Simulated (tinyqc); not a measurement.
From results back to parameters: phonon-assisted absorption at an indirect gap. Two cases, with inputs chosen for the exercise.

Problem. A slab transmits Tr = (1 - R)^2 x/(1 - R^2 x^2) with x = exp(-alpha d) and R = ((nr - 1)/(nr + 1))^2.

Case 1.

Values chosen (out of a larger set: loosely those of Si at room temperature; Eg is not tied to T; not measured data): nr = 3.67 (refractive index); d = 17 micrometre (thickness).

Tr = 0.128705

Case 2.

Values chosen (out of a larger set: loosely those of GaP at room temperature; Eg is not tied to T; not measured data): nr = 3.43 (refractive index); d = 100 micrometre (thickness).

Tr = 1.23947e-10

Find: x; alpha.

Solution. Tr R^2 x^2 + (1 - R)^2 x - Tr = 0; take the positive root, then alpha = -ln(x)/d.

Case 1.

x = 0.2817
alpha = 745 1/cm

Case 2.

x = 2.536e-10
alpha = 2.21e+03 1/cm

Computed by tinyqc, one run a case: `OMP_NUM_THREADS=1 python tinyqc.py N N+1 out.jsonl` with N = 1651113, 1651128; one thread of a shared Intel(R) Xeon(R) Processor @ 2.30GHz, about 0.01 s a run at most.
